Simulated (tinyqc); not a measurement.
Composition of the buffer: band edges of strained Si(1-x)Ge(x) on relaxed Si(1-y)Ge(y).

Values are linear in the Ge fraction but for ED(x) = linear - CD x (1 - x) and a(x) = linear - Ca x (1 - x). Energies are on the common scale of Ev.

Coherent growth on a (001) face: e_par = (a(y) - a(x))/a(x), e_perp = -2 (C12/C11) e_par; exx = eyy = e_par, ezz = e_perp, no shear.

A valley with unit axis u lies at Ev + gap + (av + a_valley) tr(e) + Xu (u.e.u - tr(e)/3); the Delta axes are x, y, z and the L axes [111], [1-1-1], [-11-1], [-1-11]. The second-order shift of the Delta valleys under shear is left out; it lowers the pair normal to the sheared plane by tens of meV at a shear of 1 %.

Valence edges: Ev plus the levels of the 6 x 6 matrix of X, Y, Z times spin with -Dso/3 + l exx + m (eyy + ezz) on the diagonal (cyclic), n exy off it, l = av + 2 b, m = av - b, n = sqrt(3) d. Spin-orbit term (Dso/3) L.sigma on X, Y, Z with (L_k)_ij = -i epsilon_kij: <X+|H|Y+> = -i Dso/3, <X+|H|Z-> = Dso/3, <Y+|H|Z-> = -i Dso/3, <Z+|H|X-> = -Dso/3, <Z+|H|Y-> = i Dso/3, <X-|H|Y-> = i Dso/3, and their conjugates; + and - are the spin along z.

Inputs chosen for the exercise (end members near Si and Ge, in this order; shifted at random, so the results belong to these values and not to a real crystal):
- a = (5.425, 5.663) angstrom (lattice constant)
- Dso = (0.045, 0.292) eV (spin-orbit splitting)
- av = (2.47, 1.22) eV (valence hydrostatic potential)
- b = (-2.07, -2.58) eV (tetragonal shear potential)
- d = (-4.73, -5.32) eV (trigonal shear potential)
- C11 = (168, 127.1) GPa
- C12 = (63.5, 48.8) GPa
- C44 = (78.9, 66.9) GPa
- Ev = (0, 0.65) eV (top of the unstrained valence band)
- ED = (1.157, 0.949) eV (gap to the Delta valleys)
- EL = (1.996, 0.748) eV (gap to the L valleys)
- aD = (1.85, 1.44) eV (hydrostatic potential of the Delta gap)
- aL = (-2.83, -2.94) eV (hydrostatic potential of the L gap)
- XuD = (9.24, 9.24) eV (uniaxial potential, Delta)
- XuL = (16.01, 15.3) eV (uniaxial potential, L)
- CD = 0.196 eV (bowing of the Delta gap)
- Ca = 0 angstrom (bowing of the lattice constant)
- face = 001 (growth face)
- x = 0.2 (Ge fraction of the layer)

The layer is kept. dEc = Ec(buffer) - Ec(layer), dEv = Ev(layer) - Ev(buffer); buffer edges Ev(y) and Ev(y) + min(ED, EL). The digit behind Delta or L counts whole valleys.

Results:
```
y     e_par (%)  lowest valleys  gap (eV)  next valleys above (meV)  valence splitting (meV)  dEc (eV)  dEv (eV)
0.00      -0.87          Delta4     0.985                       141                       41     0.033     0.139
0.11      -0.39          Delta4     1.039                        64                       25     0.013     0.063
0.32       0.52          Delta2     1.012                        85                       46     0.072    -0.037
0.43       1.00          Delta2     0.940                       162                       96     0.144    -0.065
0.54       1.48          Delta2     0.866                       240                      147     0.220    -0.089
0.64       1.91          Delta2     0.797                       311                      195     0.293    -0.111
0.75       2.39          Delta2     0.720                       389                      249     0.378    -0.134
```

How do the results move, and what explains it?

The gap is 0.985 eV in the first row and 0.720 eV in the last, with its largest listed value, 1.039 eV, at y = 0.11: it peaks near the match y = x, since strain of either sign narrows it. The lowest valleys change: Delta4 to Delta2 between y = 0.11 and 0.32. Per 0.1 of y the valence offset moves by -36 meV on average; the conduction offset lies between +13 and +378 meV, not monotonically. Both carriers sit on one side for y = 0.00 and 0.11, and on opposite sides elsewhere. Offsets below about 30 meV are within the spread of parameter sets, so those rows do not settle the type. Strains above 2 % can be kept only in layers of a few nanometres.

tinyqc: `OMP_NUM_THREADS=1 python tinyqc.py 1050623 1050624 out.jsonl`; about 0.01 s, one thread, shared Intel(R) Xeon(R) Processor @ 2.30GHz.
